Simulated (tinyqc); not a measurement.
Inside a calculation. Method: ROHF in the sto-6g basis, for BeH, spin multiplicity 2. One step of it, computed by the program tinyqc.

Problem. Iteration 1: building the Fock matrix. J_ij = sum D_kl (ij|kl) with D = D(alpha) + D(beta), K_ij = sum D_kl (ik|jl) for each spin; F = H + J - K(s); E = tr D H + tr D J / 2 - 0.5 sum_s tr D(s) K(s) + E_nn.

D(alpha) at the start:
```
            1Be 1s     1Be 2s   1Be 2px   1Be 2py    1Be 2pz      2H 1s
1Be 1s    1.070160  -0.275535  0.000000  0.000000  -0.003496   0.012328
1Be 2s   -0.275535   1.081266  0.000000  0.000000   0.012439  -0.037694
1Be 2px   0.000000   0.000000  0.000000  0.000000   0.000000   0.000000
1Be 2py   0.000000   0.000000  0.000000  0.000000   0.000000   0.000000
1Be 2pz  -0.003496   0.012439  0.000000  0.000000   1.011815  -0.027481
2H 1s     0.012328  -0.037694  0.000000  0.000000  -0.027481   0.002045
```

D(beta) at the start:
```
            1Be 1s     1Be 2s   1Be 2px   1Be 2py    1Be 2pz      2H 1s
1Be 1s    1.058487  -0.224029  0.000000  0.000000  -0.099471   0.013118
1Be 2s   -0.224029   0.854004  0.000000  0.000000   0.435913  -0.041180
1Be 2px   0.000000   0.000000  0.000000  0.000000   0.000000   0.000000
1Be 2py   0.000000   0.000000  0.000000  0.000000   0.000000   0.000000
1Be 2pz  -0.099471   0.435913  0.000000  0.000000   0.222726  -0.020985
2H 1s     0.013118  -0.041180  0.000000  0.000000  -0.020985   0.001991
```

core Hamiltonian H = T + V (hartree):
```
            1Be 1s     1Be 2s    1Be 2px    1Be 2py    1Be 2pz      2H 1s
1Be 1s   -8.177727  -1.917142   0.000000   0.000000  -0.006525  -0.064433
1Be 2s   -1.917142  -2.310820   0.000000   0.000000  -0.065895  -0.333876
1Be 2px   0.000000   0.000000  -1.856361   0.000000   0.000000   0.000000
1Be 2py   0.000000   0.000000   0.000000  -1.856361   0.000000   0.000000
1Be 2pz  -0.006525  -0.065895   0.000000   0.000000  -1.895998  -0.430227
2H 1s    -0.064433  -0.333876   0.000000   0.000000  -0.430227  -1.397661
```

Two-electron integrals (ij|kl) in chemists' order, unique and non-zero (hartree):
```
(11|11) 2.299996   (21|11) 0.361879   (21|21) 0.071926   (22|11) 0.570332
(22|21) 0.139654   (22|22) 0.417773   (31|31) 0.015252   (32|31) 0.022555
(32|32) 0.092340   (33|11) 0.570332   (33|21) 0.139654   (33|22) 0.417773
(33|33) 0.450117   (41|41) 0.015252   (42|41) 0.022555   (42|42) 0.092340
(43|43) 0.024258   (44|11) 0.570332   (44|21) 0.139654   (44|22) 0.417773
(44|33) 0.401601   (44|44) 0.450117   (51|51) 0.015252   (52|51) 0.022555
(52|52) 0.092340   (53|53) 0.024258   (54|54) 0.024258   (55|11) 0.570332
(55|21) 0.139654   (55|22) 0.417773   (55|33) 0.401601   (55|44) 0.401601
(55|55) 0.450117   (61|11) 0.012050   (61|21) 0.002343   (61|22) 0.004589
(61|33) 0.004551   (61|44) 0.004551   (61|51) 0.000235   (61|52) 0.000474
(61|55) 0.004665   (61|61) 0.000081   (62|11) 0.057392   (62|21) 0.014446
(62|22) 0.051041   (62|33) 0.048930   (62|44) 0.048930   (62|51) 0.001840
(62|52) 0.013457   (62|55) 0.055263   (62|61) 0.000530   (62|62) 0.012646
(63|31) 0.000944   (63|32) 0.005143   (63|53) 0.001918   (63|63) 0.000746
(64|41) 0.000944   (64|42) 0.005143   (64|54) 0.001918   (64|64) 0.000746
(65|11) 0.072762   (65|21) 0.018446   (65|22) 0.067286   (65|33) 0.063679
(65|44) 0.063679   (65|51) 0.002899   (65|52) 0.020842   (65|55) 0.074500
(65|61) 0.000693   (65|62) 0.018511   (65|65) 0.027399   (66|11) 0.231648
(66|21) 0.059008   (66|22) 0.229510   (66|33) 0.217453   (66|44) 0.217453
(66|51) 0.006505   (66|52) 0.063690   (66|55) 0.253622   (66|61) 0.002157
(66|62) 0.082629   (66|65) 0.125872   (66|66) 0.774999
```

nuclear repulsion = 0.92675519 hartree

Give: Coulomb J; exchange K(alpha); exchange K(beta); F(alpha); F(beta); total energy of this density.

Solution.

Coulomb J (hartree):
```
         1Be 1s  1Be 2s  1Be 2px  1Be 2py  1Be 2pz   2H 1s
1Be 1s   6.3276  1.1374   0.0000   0.0000   0.0166  0.0382
1Be 2s   1.1374  2.3854   0.0000   0.0000   0.0743  0.2830
1Be 2px  0.0000  0.0000   2.3660   0.0000   0.0000  0.0000
1Be 2py  0.0000  0.0000   0.0000   2.3660   0.0000  0.0000
1Be 2pz  0.0166  0.0743   0.0000   0.0000   2.4240  0.3717
2H 1s    0.0382  0.2830   0.0000   0.0000   0.3717  1.2252
```

exchange K(alpha) (hartree):
```
         1Be 1s  1Be 2s  1Be 2px  1Be 2py  1Be 2pz   2H 1s
1Be 1s   2.3553  0.3841   0.0000   0.0000   0.0000  0.0154
1Be 2s   0.3841  0.5410   0.0000   0.0000   0.0009  0.0640
1Be 2px  0.0000  0.0000   0.1278   0.0000   0.0000  0.0000
1Be 2py  0.0000  0.0000   0.0000   0.1278   0.0000  0.0000
1Be 2pz  0.0000  0.0009   0.0000   0.0000   0.5536  0.0800
2H 1s    0.0154  0.0640   0.0000   0.0000   0.0800  0.0301
```

exchange K(beta) (hartree):
```
         1Be 1s  1Be 2s  1Be 2px  1Be 2py  1Be 2pz   2H 1s
1Be 1s   2.3373  0.3634   0.0000   0.0000   0.0125  0.0144
1Be 2s   0.3634  0.3865   0.0000   0.0000   0.2016  0.0690
1Be 2px  0.0000  0.0000   0.0898   0.0000   0.0000  0.0000
1Be 2py  0.0000  0.0000   0.0000   0.0898   0.0000  0.0000
1Be 2pz  0.0125  0.2016   0.0000   0.0000   0.1804  0.0513
2H 1s    0.0144  0.0690   0.0000   0.0000   0.0513  0.0223
```

F(alpha) (hartree):
```
          1Be 1s   1Be 2s  1Be 2px  1Be 2py  1Be 2pz    2H 1s
1Be 1s   -4.2054  -1.1638   0.0000   0.0000   0.0101  -0.0416
1Be 2s   -1.1638  -0.4664   0.0000   0.0000   0.0075  -0.1149
1Be 2px   0.0000   0.0000   0.3818   0.0000   0.0000   0.0000
1Be 2py   0.0000   0.0000   0.0000   0.3818   0.0000   0.0000
1Be 2pz   0.0101   0.0075   0.0000   0.0000  -0.0256  -0.1385
2H 1s    -0.0416  -0.1149   0.0000   0.0000  -0.1385  -0.2026
```

F(beta) (hartree):
```
          1Be 1s   1Be 2s  1Be 2px  1Be 2py  1Be 2pz    2H 1s
1Be 1s   -4.1874  -1.1431   0.0000   0.0000  -0.0025  -0.0406
1Be 2s   -1.1431  -0.3120   0.0000   0.0000  -0.1932  -0.1199
1Be 2px   0.0000   0.0000   0.4198   0.0000   0.0000   0.0000
1Be 2py   0.0000   0.0000   0.0000   0.4198   0.0000   0.0000
1Be 2pz  -0.0025  -0.1932   0.0000   0.0000   0.3476  -0.1098
2H 1s    -0.0406  -0.1199   0.0000   0.0000  -0.1098  -0.1947
```

total energy of this density = -14.531042 hartree
